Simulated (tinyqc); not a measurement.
Inside a calculation. Model: charge control and current of a heterostructure field-effect transistor. Computed by tinyqc, a small Python program that keeps every step. Command: `OMP_NUM_THREADS=1 python tinyqc.py 3013185 3013186 out.jsonl hemt walk`. One thread of a shared host (Intel(R) Xeon(R) Processor @ 2.30GHz), about 0.01 s of CPU time with the checks. Intermediate numbers are printed to about 7 digits and carried at full precision; extremes and crossings named in words are read from the listed rows.

Two subbands in a triangular well; E_F is counted from the conduction band edge of the channel at the interface.

Inputs (values chosen for the exercise, modelled on AlGaAs/GaAs):
```
quantity                                  value        unit
channel mass m                            0.065         m_0
permittivity eps (barrier and channel)     12.7           -
barrier thickness d                          35          nm
Schottky barrier phi_B                     0.85          eV
conduction band offset dE_c                0.14          eV
delta-doping density N_d                4.5e+12      1/cm^2
gate voltage V_G                           0.25           V
mobility mu                                6700  cm^2/(V s)
saturation velocity v_s                     1.4    1e7 cm/s
gate length L                               600          nm
source resistance R_S                         0      ohm mm
temperature T                               300           K
mixing                                      0.3           -
iteration cap                               200           -
spacer between delta layer and channel      2.2          nm
```

Charge source: delta doping. Velocity law: two-piece.

Constants: e = 1.602176634e-19 C; eps_0 = 8.8541878128e-12 F/m; k_B = 8.617333262e-05 eV/K; hbar = 1.054571817e-34 J s; m_0 = 9.1093837015e-31 kg; k_B = 1.380649e-23 J/K.

## Threshold and barrier capacitance

Threshold V_T = phi_B - dE_c - e N_d (d - spacer)/(eps eps_0) (in volts); C_b = eps eps_0/d.

threshold voltage V_T = -1.393024 V

barrier capacitance C_b = 0.3212805 microfarad/cm^2

The device is normally on.

## First iteration

Charge control: n_s = C_b (V_G - V_T - E_F/e)/e. Well: mean field F = e n_s/(2 eps eps_0), E_i = (hbar^2/2m)^(1/3) [(3 pi e F/2)(i + 3/4)]^(2/3), i = 0, 1; n_s = D k_B T sum_i ln(1 + exp((E_F - E_i)/k_B T)), D = m/(pi hbar^2), which is solved in closed form for E_F. Iteration from n_s = C_b (V_G - V_T)/(2e): E_F from n_s, n_out from the charge control, n_new = n_s + mixing (n_out - n_s), kept above n_s/10; stop when |n_out/n_s - 1| < 1e-9.

starting n_s = 1.647358e+12 1/cm^2

E_0 = 100.2803 meV

E_1 = 176.4141 meV

E_F = 149.5383 meV

n_out = 2.994851e+12 1/cm^2

Caution: a density of n_out would put E_F above the conduction band minimum of the barrier, where parallel conduction sets in.

## Sheet density

The formulas are those given above.

Course of the iteration:
```
iteration  n_s (1/cm^2)  E_F (meV)  |n_out/n_s - 1|
1          1.647358e+12   149.5383     8.179719e-01
2          2.051606e+12   180.8211     4.291829e-01
3          2.315760e+12   200.2557     2.493299e-01
4          2.488977e+12   212.6612     1.523901e-01
5          2.602765e+12   220.6831     9.582911e-02
6          2.677591e+12   225.9074     6.129326e-02
7          2.726827e+12   229.3240     3.961802e-02
...                 ...        ...              ...
43         2.821741e+12   235.8656     1.136840e-08
44         2.821741e+12   235.8656     7.488601e-09
45         2.821741e+12   235.8656     4.932897e-09
46         2.821741e+12   235.8656     3.249401e-09
47         2.821741e+12   235.8656     2.140448e-09
48         2.821741e+12   235.8656     1.409957e-09
49         2.821741e+12   235.8656     9.287682e-10
```

sheet density n_s = 2.821741e+12 1/cm^2

Converged in 49 iterations.

## Levels and gate capacitance

C_g = e dn_s/dV_G = 1/(1/C_b + 1/C_q), 1/C_q = d(E_F/e)/d(e n_s) by a central difference of +/- 0.1 % in n_s; added distance dd = eps eps_0/C_q.

E_0 = 143.5605 meV

E_1 = 252.5531 meV

E_F = 235.8656 meV

share in the second subband = 10.48790 %

gate capacitance C_g = 0.2824202 microfarad/cm^2

added distance dd = 4.815916 nm

C_g is 88 % of C_b: the finite density of states and the rise of E_0 act as 4.8 nm of extra barrier. Caution: E_F lies above the conduction band minimum of the barrier, so electrons would spill into the barrier.

## Saturation current

With V = e n_s/C_g and V_c = v_s L/mu: for v = mu F up to v_s, I/W = C_g v_s V_c (sqrt(1 + (V/V_c)^2) - 1) and V_Dsat = V + V_c - sqrt(V^2 + V_c^2); g_m = dI/dV; extrinsic g_m/(1 + g_m R_S); f_T = g_m/(2 pi C_g L).

V = 1.600780 V

V_c = 0.1253731 V

V_Dsat = 0.1204710 V

saturation current I/W = 585.2970 mA/mm

intrinsic g_m = 394.1812 mS/mm

extrinsic g_m = 394.1812 mS/mm

intrinsic f_T = 37.02278 GHz

V/V_c = 12.77: velocity saturation rules; I is 92 % of e n_s v_s = 633 mA/mm.

## Gate length

The formulas are those given above.

Scaling; the last columns are v_s/(2 pi L) and mu V/(2 pi L^2):
```
L (nm)  I/W (mA/mm)  g_m (mS/mm)  extrinsic g_m (mS/mm)  f_T (GHz)  velocity limit (GHz)  mobility limit (GHz)
30         630.4561     395.3852               395.3852   742.7174              742.7231          1.896637e+05
60         627.9921     395.3761               395.3761   371.3501              371.3615          4.741592e+04
120        623.0932     395.3398               395.3398   185.6580              185.6808          1.185398e+04
250        612.6121     395.1779               395.1779    89.0793               89.1268          2.731157e+03
500        592.9672     394.5488               394.5488    44.4688               44.5634          6.827893e+02
1000       555.6808     392.0622               392.0622    22.0943               22.2817          1.706973e+02
2000       488.9063     382.5661               382.5661    10.7796               11.1408          4.267433e+01
5000       342.7155     331.1067               331.1067     3.7318                4.4563          6.827893e+00
```

f_T scales as L^-1.00 at the short end and L^-1.16 at the long end; the two limits cross at L = mu V/v_s = 7660 nm. g_m tends to C_g v_s = 395 mS/mm. Fringe capacitances and short-channel effects, left out, lower f_T once L is below about ten barrier thicknesses.

Checks made by the program: iterated density against a bracketing root search (relative difference 8e-10).
